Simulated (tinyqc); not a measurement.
# Fermi-level pinning at a metal contact (Cowley-Sze model): effects of single changes

Interface states of density Ds lie behind a thin layer of thickness dl. Neglecting the depletion charge, the barrier for electrons is phi = S (pM - chi) + (1 - S) E0 with S = 1/(1 + q Ds dl/(eps0 ei)); the barrier for holes is Eg - phi.

Values chosen for this exercise; material values close to those of silicon: band gap Eg = 1.14 eV; electron affinity chi = 4.07 eV; density of interface states Ds = 4e13 cm^-2 eV^-1; depth of their neutrality level below the conduction edge E0 = 0.41 eV; thickness of the interface layer dl = 0.39 nm; its relative permittivity ei = 1.7; metal work function pM = 4.32 eV.

Constants: q = 1.602176634e-19 C, eps0 = 8.8541878128e-14 F/cm where lengths are in cm. Results are converted to the units shown.

Each table varies one quantity; the others keep the values above.

## Barrier against work function

phi is listed beside the Schottky-Mott value pM - chi.

Result of one run:
```
pM (eV)  pM - chi (eV)   phi (eV)
3.4           -0.67000  0.0040604
```

What becomes of these results when the metal work function pM is changed from 3.4 to 4.9 eV, all else the same?

Result of the changed run:
```
pM (eV)  pM - chi (eV)  phi (eV)
4.9            0.83000   0.56787
```

The whole series:
```
pM (eV)  pM - chi (eV)   phi (eV)
3.4           -0.67000  0.0040604
3.7           -0.37000    0.11682
4            -0.070000    0.22958
4.3            0.23000    0.34234
4.6            0.53000    0.45510
4.9            0.83000    0.56787
5.2             1.1300    0.68063
5.5             1.4300    0.79339
5.8             1.7300    0.90615
```

phi rises with slope S = 0.376, by 0.902 eV over 2.40 eV of work function, and equals the Schottky-Mott value at pM = chi + E0 = 4.48 eV.

## Unpinning by a thin insulator

Same model as above.

An inserted insulator of thickness t and permittivity 6.2 damps the metal-induced states, Ds(t) = Ds exp(-t/0.52 nm), and adds t/6.2 to dl/ei.

Results:
```
t (nm)  Ds(t) (cm^-2 eV^-1)        S  phi (eV)
0                 4.0000e13  0.37587   0.34986
0.3               2.2465e13  0.46964   0.33486
0.6               1.2617e13  0.57317   0.31829
0.9               7.0859e12  0.67555   0.30191
1.5               2.2351e12  0.83989   0.27562
1.8               1.2553e12  0.89441   0.26689
2.1               7.0498e11  0.93242   0.26081
2.4               3.9594e11  0.95770   0.25677
```

Estimate the missing row, t = 1.2 nm.

Computed row:
```
t (nm)  Ds(t) (cm^-2 eV^-1)        S  phi (eV)
1.2               3.9796e12  0.76653   0.28736
```

With this row back in the table: S rises from 0.376 to 0.958, and phi falls from 0.350 to 0.257 eV, towards pM - chi = 0.250 eV. The insulator also adds a tunnelling resistance, which is not counted here and sets a best thickness.

tinyqc, about 0.01 s, one thread, Intel Xeon 2.30GHz (shared host): `OMP_NUM_THREADS=1 python tinyqc.py 2430124 2430125 out.jsonl`
